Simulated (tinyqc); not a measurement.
# Donor in an ellipsoidal valley (Kohn-Luttinger variational method), step by step

A worked calculation. Computed by tinyqc, a small Python program that keeps every step. Command: `OMP_NUM_THREADS=1 python tinyqc.py 3026387 3026388 out.jsonl kohnlutt walk`. One thread of a shared host (Intel(R) Xeon(R) Processor @ 2.30GHz), about 0.03 s of CPU time with the checks. Intermediate numbers are printed to about 6 digits and carried at full precision; extremes and crossings named in words are read from the listed rows.

H = -(d^2/dx^2 + d^2/dy^2) - gamma d^2/dz^2 - 2/r in units built on m_t, with gamma = m_t/m_l and z along the valley axis. One valley; no valley-orbit or central-cell term.

Inputs (values chosen for the exercise, modelled on diamond):

| quantity | value | unit |
|---|---|---|
| transverse mass m_t | 0.333 | m_0 |
| longitudinal mass m_l | 1.49 | m_0 |
| dielectric constant eps | 5.72 | - |
| trial ratio b/a | 0.41 | - |
| observed depth chosen for 1s | 415 | meV |

Constants: Ry = 13.605693123 eV; a_0 = 0.529177210903 angstrom; h x 1 THz = 4.135667696 meV.

## Effective units

Ry* = Ry m_t/eps^2, a* = a_0 eps/m_t, gamma = m_t/m_l.

Ry* = 138.475 meV

a* = 9.08977 angstrom

gamma = 0.223490

Caution: a* is only a few bond lengths, so central-cell and valley-orbit terms are large.

## Energy at a trial ratio

Trial function exp(-sqrt((x^2 + y^2)/a^2 + z^2/b^2)) with beta = b/a < 1: E = t/a^2 - u/a, t = (2 + gamma/beta^2)/3, u = 2 arcsin(sqrt(1 - beta^2))/sqrt(1 - beta^2); the best a is 2 t/u and E(beta) = -u^2/(4 t).

t = 1.10984

u = 2.51806

best a = 0.881501 a*

E(beta) = -1.42828 Ry*

## Minimum over the ratio

Golden-section search on beta from 0.05 to 0.999, 60 steps.

Search, first ten steps; c and d are the inner points:

| step | low | high | c | E(c) (Ry*) | d | E(d) (Ry*) |
|---|---|---|---|---|---|---|
| 1 | 0.050000 | 0.999000 | 0.412486 | -1.43188 | 0.636514 | -1.53348 |
| 2 | 0.412486 | 0.999000 | 0.636514 | -1.53348 | 0.774971 | -1.48193 |
| 3 | 0.412486 | 0.774971 | 0.550943 | -1.53449 | 0.636514 | -1.53348 |
| 4 | 0.412486 | 0.636514 | 0.498057 | -1.51465 | 0.550943 | -1.53449 |
| 5 | 0.498057 | 0.636514 | 0.550943 | -1.53449 | 0.583628 | -1.53814 |
| 6 | 0.550943 | 0.636514 | 0.583628 | -1.53814 | 0.603829 | -1.53773 |
| 7 | 0.550943 | 0.603829 | 0.571144 | -1.53741 | 0.583628 | -1.53814 |
| 8 | 0.571144 | 0.603829 | 0.583628 | -1.53814 | 0.591344 | -1.53820 |
| 9 | 0.583628 | 0.603829 | 0.591344 | -1.53820 | 0.596113 | -1.53811 |
| 10 | 0.583628 | 0.596113 | 0.588397 | -1.53821 | 0.591344 | -1.53820 |

best beta = 0.589313

radius a of the 1s trial function = 6.87980 angstrom

radius b of the 1s trial function = 4.05436 angstrom

1s binding energy, trial function = 213.005 meV

The envelope is flattened along the heavy axis; beta is close to gamma^(1/3) = 0.607.

## Levels from a Gaussian basis

Gaussian basis: g = P exp(-al (x^2 + y^2) - be z^2) with P = 1 (s-like), z (2p0) or x (2p+-); al = 0.004 x 2.6^k, k = 0..11, and be/al = 1, gamma^(-1/2) or 1/gamma (36 functions); 1/r = (2/sqrt(pi)) int exp(-t^2 r^2) dt by 48 Gauss-Legendre points after t = sqrt(al_i + al_j) tan(theta); overlap eigenvalues below 1e-10 are dropped.

1s binding energy, Gaussian basis = 213.262 meV

2p0 binding energy = 77.1411 meV

2p+- binding energy = 44.0515 meV

The two-parameter trial function recovers 99.88 % of the 1s binding of the larger basis. 2p0, with its lobes along the heavy axis, is bound 1.75 times as strongly as 2p+-. Caution: the short radius is only a few bond lengths, so the envelope approximation is rough.

## Optical lines and the chemical shift

With an observed depth of 1s, the lines are 1s -> 2p0 = depth - E(2p0) and 1s -> 2p+- = depth - E(2p+-); the chemical shift is depth - E(1s, Gaussian basis); 1 meV = 1 THz/4.135667696.

line 1s -> 2p0 = 337.859 meV

line 1s -> 2p+- = 370.948 meV

chemical shift = 201.738 meV

frequency of the line 1s -> 2p+- = 89.6949 THz

The spacing of the two lines, 33.090 meV, does not depend on the depth, so it is the same for every donor in this host.

## Which single mass stands for the valley

A hydrogenic level is Ry m/eps^2 for one mass m; errors are against the Gaussian basis.

1s binding energy:

| rule | mass (m_0) | binding (meV) | error (%) |
|---|---|---|---|
| transverse mass | 0.33300 | 138.475 | -35.068 |
| conductivity mass 3/(2/m_t + 1/m_l) | 0.44929 | 186.835 | -12.392 |
| density-of-states mass (m_t^2 m_l)^(1/3) | 0.54873 | 228.185 | 6.997 |
| longitudinal mass | 1.49000 | 619.605 | 190.536 |
| trial function with a and b | - | 213.005 | -0.121 |
| mass that fits 1s | 0.51284 | 213.262 | 0.000 |

The conductivity mass, which is what a spherical trial function (a = b) gives, falls short by 12.4 %, as a restricted variational bound must; the density-of-states mass is off by +7.0 %. The mass that fits lies between the two.

## Levels against anisotropy

The trial energy is minimised over beta by golden section from 0.05 to 0.999, 60 steps.

Binding energies (Ry*):

| gamma | 1s, trial | 1s, Gaussians | 2p0 | 2p+- |
|---|---|---|---|---|
| 0.056 | 2.04949 | 2.06002 | 0.984214 | 0.365263 |
| 0.110 | 1.80336 | 1.80853 | 0.760543 | 0.344312 |
| 0.220 | 1.54411 | 1.54602 | 0.561199 | 0.318745 |
| 0.340 | 1.38196 | 1.38277 | 0.454007 | 0.300644 |
| 0.370 | 1.35079 | 1.35145 | 0.434860 | 0.296955 |
| 0.610 | 1.17009 | 1.17020 | 0.332769 | 0.274098 |
| 0.860 | 1.05080 | 1.05079 | 0.273405 | 0.257481 |

As gamma falls from 0.86 to 0.056, 1s deepens from 1.051 to 2.060 Ry*, on the way from the hydrogen value 1 to the two-dimensional limit 4; 2p+- moves from 0.257 to 0.365 (limits 1/4 and 4/9), while 2p0 climbs from 0.273 to 0.984 and joins 1s as gamma tends to 0. Near gamma = 1 the trial function is almost exact and can pass the Gaussian basis, whose own error is about 3e-5 Ry*.

Checks made by the program: the Gaussian basis at gamma = 1 against 1, 1/4 and 1/4 Ry* (relative difference 3e-05); trial function against Gaussian basis (relative difference 1e-03).
